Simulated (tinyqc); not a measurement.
Boltzmann transport in a parabolic band with a power-law relaxation time, step by step. Values are carried at full precision from step to step, so a last printed digit may differ when a step is redone from the rounded ones.

F_j(eta) = (1/Gamma(j + 1)) integral_0^infinity x^j dx/(1 + exp(x - eta)), which tends to exp(eta) for eta << 0.

n = N F_1/2(eta) with N = 2 (m kB T/(4 pi c))^(3/2) with c = hbar^2/2m0, in 1/angstrom^3; times 1e24 for 1/cm^3, m = md.

Constants: hbar^2/2m0 = 3.80998211 eV angstrom^2; kB = 8.617333262e-05 eV/K.

Inputs chosen for the exercise (masses near those of Ge; tau0 is set for a mobility of the usual size at this n, kL is a free input; freeze-out and phonon drag, which matter near 77 K, are left out; shifted at random, so the results belong to these values and not to a real crystal):
```
symbol  value    unit     meaning
n       4.9e+19  1/cm^3   electron density
md      0.551    m0       density-of-states mass
T       500      K
r       -0.5              exponent of tau
tau0    21       fs       tau at E = kT
mc      0.1194   m0       conductivity mass
kL      25       W/(m K)  lattice thermal conductivity
```

## Reduced Fermi level

Solve for eta.

N = 2.208e+19 1/cm^3
eta = 1.5586

## Integrals for r = -0.5 (acoustic phonons)

tau = tau0 x^r with x = E/kT. With K_j = Gamma(j + 1) F_j(eta): <tau> = tau0 (r + 3/2) K_(r+1/2)/((3/2) K_(1/2)); mu = <tau>/(mc m0/e), m0/e = 5.685630e-12 kg/C; Hall factor rH = (3/2) K_(1/2) (2r + 3/2) K_(2r+1/2)/((r + 3/2) K_(r+1/2))^2; Seebeck S = -(kB/e) [(r + 5/2) K_(r+3/2)/((r + 3/2) K_(r+1/2)) - eta]; Lorenz number L = (kB/e)^2 [(r + 7/2) K_(r+5/2)/((r + 3/2) K_(r+1/2)) - ((r + 5/2) K_(r+3/2)/((r + 3/2) K_(r+1/2)))^2]; kB/e in V/K. Valley anisotropy is left out of rH.

Evaluate F_j and K_j for j = 1/2, r + 1/2, r + 3/2, r + 5/2 and 2r + 1/2 (each value once).

F_j and K_j:
```
j,F_j,K_j
0.5,2.2188,1.9664
0.0,1.7496,1.7496
1.0,2.6593,2.6593
2.0,3.4000,6.8001
-0.5,1.2750,2.2600
```

## Transport coefficients

Form the ratios; u is the mean energy carried, in kT.

<tau>/tau0 = 0.593
rH = 1.089
u = 3.040
S = -127.6 microvolt/K
L = 1.796 1e-8 W ohm/K^2

The non-degenerate limits are rH = 1.178, u = r + 5/2 = 2 and L = (r + 5/2)(kB/e)^2 = 1.485; the degenerate ones are rH = 1 and L = 2.443.

## Mobility, conductivity and figure of merit

mu = <tau>/(mc m0/e) with m0/e = 5.685630e-12 kg/C; sigma = e n mu, e = 1.602176634e-19 C; Hall mobility rH mu; power factor S^2 sigma; ZT = S^2 sigma T/(kL + L sigma T), all in SI units.

mu = 183 cm^2/(V s)
Hall mobility = 200 cm^2/(V s)
sigma = 1.44e+03 S/cm
power factor = 2.35 mW/(m K^2)
electronic thermal conductivity = 1.29 W/(m K)
ZT = 0.045

A Hall measurement read with rH = 1 would give a density of 4.50e+19 1/cm^3. Electrons carry 4.9 % of the heat.

## Checks

- Seebeck coefficient against direct integration over -df/dE (microvolt/K): both -127.6.

Program tinyqc; command `OMP_NUM_THREADS=1 python tinyqc.py 1651593 1651594 out.jsonl`; about 0.01 s on one thread of a shared Intel(R) Xeon(R) Processor @ 2.30GHz.
